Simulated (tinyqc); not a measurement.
Capacitance measurement on a leaky thin oxide: effects of series resistance and leakage: one step of the calculation.

The device is a capacitance C in parallel with a leakage conductance G, in series with Rs and Ls. An impedance meter reports either a parallel pair (Cp, Gp) from Y = 1/Z = Gp + i w Cp or a series pair (Cs, Rm) from Z = Rm + 1/(i w Cs); w = 2 pi f, dissipation D = Gp/(w |Cp|).

Question. True capacitance and conductance. EOT = 3.9 tox/eox; CET = EOT + zc + zp; C = 3.9 eps0 A/CET; G = Jg A/Vs.

Inputs (values chosen for the exercise); values of the order met in thin-oxide MOS capacitors:
- eox = 3.9 (relative permittivity of the gate insulator (close to silicon dioxide))
- tox = 1.9 nm (insulator thickness)
- A = 2500 um^2 (gate area)
- zc = 0.43 nm (oxide-equivalent thickness added by the accumulation layer)
- zp = 0 nm (oxide-equivalent thickness added by gate depletion)
- Jg = 0.089 A/cm^2 (gate leakage current density, not matched to the thickness)
- Vs = 0.28 V (voltage for an e-fold rise of the leakage)

Constants: eps0 = 8.8541878128e-14 F/cm where lengths are in cm. Results are converted to the units shown.

Give: EOT; CET; C; G.

Answer.

EOT = 1.900 nm
CET = 2.330 nm
C = 37.05 pF
G = 7.946 uS

Program tinyqc, `OMP_NUM_THREADS=1 python tinyqc.py 2022049 2022050 out.jsonl`; Intel Xeon 2.30GHz, shared host, one thread, about 0.01 s.
